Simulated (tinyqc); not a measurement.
Inside a calculation. Model: one rectangular barrier with mass mismatch, transfer matrices.

tinyqc, about 0.01 s, one thread, Intel Xeon 2.30GHz (shared host): `OMP_NUM_THREADS=1 python tinyqc.py 2560007 2560008 out.jsonl` Printed values are rounded.

One electron of energy E comes from the left lead (band edge 0); no transverse momentum. Parabolic bands, masses in units of m0, C = hbar^2/(2 m0); psi and psi'/m are continuous at every interface. The right lead equals the left one.

Inputs (values chosen for the exercise); masses and offsets close to those of InGaAs wells and InAlAs barriers: mass in the left lead mL = 0.041 m0; barrier height U1 = 0.52 eV; barrier mass m1 = 0.073 m0; barrier width d1 = 1.8 nm; electron energy E = 0.462 eV.

Constants: q = 1.602176634e-19 C, hbar = 1.054571817e-34 J s, m0 = 9.1093837015e-31 kg, hbar^2/(2 m0) = 0.0380998212 eV nm^2. Results are converted to the units shown.

Range of the model: Masses are held fixed, although real bands cease to be parabolic a few tenths of an eV from their edges (inside a barrier too).

## Wave numbers

k = sqrt(m (E - U)/C) where E > U, K = sqrt(m (U - E)/C) where E < U; v = k/m in the leads.

Layers:

|  | U (eV) | m (m0) | d (nm) | k or K (1/nm) | which |
|---|---|---|---|---|---|
| 1 | 0.52 | 0.073 | 1.8 | 0.333360 | K |

vL = 17.1976 1/nm
vR = 17.1976 1/nm

## Matrices of the layers

For the pair (psi, psi'/m) a flat layer has M = [[cos kd, (m/k) sin kd], [-(k/m) sin kd, cos kd]] with k = sqrt(m (E - U)/C) above its edge U, and M = [[cosh Kd, (m/K) sinh Kd], [(K/m) sinh Kd, cosh Kd]] with K = sqrt(m (U - E)/C) below it. M12 is in nm, M21 in 1/nm.

M of layer 1:

|  | 1 | 2 |
|---|---|---|
| 1 | 1.18550 | 0.139428 |
| 2 | 2.90759 | 1.18550 |

## Transmission and reflection

The matrix M carries (psi, psi'/m) across the stack, and v = k/m in each lead. psi = 1 + r at the left edge (incident amplitude 1) and t at the right edge. With det M = 1, a = i vR M11 - M21 and b = -vL vR M12 - i vL M22: t = 2 i vL/(a - b), r = -(a + b)/(a - b), T(E) = (vR/vL) |t|^2, R(E) = |r|^2.

t = 0.447822+0.420959i
r = 0.540280-0.574758i
T(E) = 0.377751
R(E) = 0.622249

T(E) + R(E) = 1: the current is conserved.
